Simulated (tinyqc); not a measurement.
# Threshold-voltage variability of a planar MOSFET, analytic estimates: what changes with what

Three independent sources add in quadrature: random dopants in the depleted layer, metal-gate grains of two orientations, and roughness of the two gate edges acting through the roll-off VT = VT(long) - Vr exp(-L/l). These are first-order estimates: no three-dimensional electrostatics, no percolation.

Parameters, values chosen for the exercise; material values those of a made-up semiconductor:
```
symbol,value,unit,meaning
T,325,K,temperature
Eg,1.24,eV,band gap
eps_r,9.75,,relative permittivity of the semiconductor
Nc,4.01e19,cm^-3,conduction-band density of states at T
Nv,2.72e19,cm^-3,valence-band density of states at T
Na,4.3e17,cm^-3,channel doping
ti,1.4,nm,oxide-equivalent thickness in inversion
L,16,nm,gate length
W,43,nm,gate width
G,15,nm,metal grain size
dW,0.15,eV,work-function difference of the two grain orientations
p,0.3,,share of the orientation of higher work function
De,1.3,nm,rms roughness of one gate edge
La,15,nm,correlation length of the roughness
l,3.4,nm,decay length of the threshold roll-off
Vr,2.1,V,prefactor of the roll-off
```

Constants: q = 1.602176634e-19 C, kB = 1.380649e-23 J/K, Vt = kB T/q, eps0 = 8.8541878128e-14 F/cm where lengths are in cm. Results are converted to the units shown.

Each table varies one quantity; the others keep the values above.

## Scaling length and width together

ni = sqrt(Nc Nv) exp(-Eg/(2 Vt)), Eg in volts; Cox = 3.9 eps0/ti; Wd = sqrt(4 eps0 eps_r Vt ln(Na/ni)/(q Na)); dopants: s1 = (q/Cox) sqrt(Na Wd/(3 L W)). Grains: Ng = L W/G^2 (at least 1), s2 = dW sqrt(p (1 - p)/Ng). Edges, with exponential correlation and u = W/La: the mean gate length has sL^2 = 2 De^2 (2/u)[1 - (1 - exp(-u))/u]; s3 = sL (Vr/l) exp(-L/l). s = sqrt(s1^2 + s2^2 + s3^2). l and Vr are held fixed. W = 2.6875 L in every row; l is held fixed.

Results:

| L (nm) | s1 (mV) | s2 (mV) | s3 (mV) | s (mV) | s sqrt(L W) (mV um) |
|---|---|---|---|---|---|
| 10 | 33.54 | 62.90 | 46.33 | 85.01 | 1.394 |
| 13 | 25.80 | 48.38 | 17.99 | 57.71 | 1.230 |
| 19 | 17.65 | 33.10 | 2.756 | 37.62 | 1.172 |
| 23 | 14.58 | 27.35 | 0.7964 | 31.00 | 1.169 |
| 29 | 11.56 | 21.69 | 0.1252 | 24.58 | 1.169 |
| 35 | 9.582 | 17.97 | 0.01989 | 20.37 | 1.169 |

Estimate the missing row, L = 16 nm.

Computed row:

| L (nm) | s1 (mV) | s2 (mV) | s3 (mV) | s (mV) | s sqrt(L W) (mV um) |
|---|---|---|---|---|---|
| 16 | 20.96 | 39.31 | 7.025 | 45.10 | 1.183 |

With this row back in the table: As L goes from 10 to 35 nm, s falls from 85.0 to 20.4 mV. The grains are the largest source in the first and the last row. The product s sqrt(L W) falls from 1.39 to 1.17 mV um: s1 and s2 go as 1/sqrt(L W), so the change comes from s3 alone. For L = 10 to 13 nm the depleted region holds under ten dopants, so their spread is not Gaussian. For L = 10 to 16 nm the gate holds under four grains, so the work function takes a few discrete values. In every row the depletion depth exceeds L, so source and drain share much of the charge and s1 is rough.

## Effect of the metal grain size

Same model as above.

l and Vr are held fixed.

The same in every row: s1 (mV) = 20.96; s3 (mV) = 7.025.

Result of one run:

| G (nm) | s2 (mV) | s (mV) | s sqrt(L W) (mV um) |
|---|---|---|---|
| 3 | 7.862 | 23.46 | 0.6154 |

What becomes of these results when the metal grain size G is changed from 3 to 7 nm, all else the same?

Result of the changed run:

| G (nm) | s2 (mV) | s (mV) | s sqrt(L W) (mV um) |
|---|---|---|---|
| 7 | 18.34 | 28.73 | 0.7535 |

The whole series:

| G (nm) | s2 (mV) | s (mV) | s sqrt(L W) (mV um) |
|---|---|---|---|
| 2 | 5.241 | 22.72 | 0.5959 |
| 3 | 7.862 | 23.46 | 0.6154 |
| 5 | 13.10 | 25.70 | 0.6741 |
| 7 | 18.34 | 28.73 | 0.7535 |
| 10 | 26.21 | 34.29 | 0.8993 |
| 14 | 36.69 | 42.83 | 1.124 |
| 20 | 52.41 | 56.88 | 1.492 |

As G goes from 2 to 20 nm, s rises from 22.7 to 56.9 mV. The largest source is the dopants in the first row and the grains in the last. For G = 14 to 20 nm the gate holds under four grains, so the work function takes a few discrete values. In every row the depletion depth exceeds L, so source and drain share much of the charge and s1 is rough.

## Effect of the gate width

Same model as above.

l and Vr are held fixed.

Effect of the gate width:

| W (nm) | s1 (mV) | s2 (mV) | s3 (mV) | s (mV) | s sqrt(L W) (mV um) |
|---|---|---|---|---|---|
| 14 | 36.74 | 68.74 | 8.891 | 78.44 | 1.174 |
| 23 | 28.66 | 53.75 | 8.196 | 61.46 | 1.179 |
| 38 | 22.30 | 41.82 | 7.279 | 47.94 | 1.182 |
| 62 | 17.46 | 32.74 | 6.234 | 37.62 | 1.185 |
| 100 | 13.75 | 25.78 | 5.185 | 29.67 | 1.187 |
| 160 | 10.87 | 20.38 | 4.232 | 23.48 | 1.188 |
| 260 | 8.524 | 15.99 | 3.386 | 18.43 | 1.189 |
| 430 | 6.628 | 12.43 | 2.664 | 14.34 | 1.189 |

What does the table show?

As W goes from 14 to 430 nm, s falls from 78.4 to 14.3 mV. The grains are the largest source in the first and the last row. The product s sqrt(L W) rises from 1.17 to 1.19 mV um: s1 and s2 go as 1/sqrt(L W), so the change comes from s3 alone. For W = 14 to 23 nm the depleted region holds under ten dopants, so their spread is not Gaussian. For W = 14 to 38 nm the gate holds under four grains, so the work function takes a few discrete values. In every row the depletion depth exceeds L, so source and drain share much of the charge and s1 is rough.

Computed by the program tinyqc: `OMP_NUM_THREADS=1 python tinyqc.py 2090055 2090056 out.jsonl`, one thread of a shared Intel Xeon 2.30GHz, about 0.01 s for the whole run.
